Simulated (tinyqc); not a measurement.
Doping and voltage from widths and field.

Inverse problem. In the depletion approximation an abrupt p-n junction has a triangular field: peak E = q Nd xn/(eps0 eps_r) = q Na xp/(eps0 eps_r), W = xn + xp, and Vbi - V = E W/2. Find Nd, Na and Vbi - V.

Parameters, values chosen for the exercise:
- eps_r = 11.5 (relative permittivity)

Constants: q = 1.602176634e-19 C, eps0 = 8.8541878128e-14 F/cm where lengths are in cm. Results are converted to the units shown.

W = 95.470997 nm
peak field = 176.20095 kV/cm
xn = 9.3317515 nm

Answer. Gauss's law on each side gives its doping from the peak field and its width; the voltage is the area of the triangle.

Nd = 1.200e18 cm^-3
Na = 1.300e17 cm^-3
Vbi - V = 0.8411 V

tinyqc, about 0.01 s, one thread, Intel Xeon 2.30GHz (shared host): `OMP_NUM_THREADS=1 python tinyqc.py 2000147 2000148 out.jsonl`
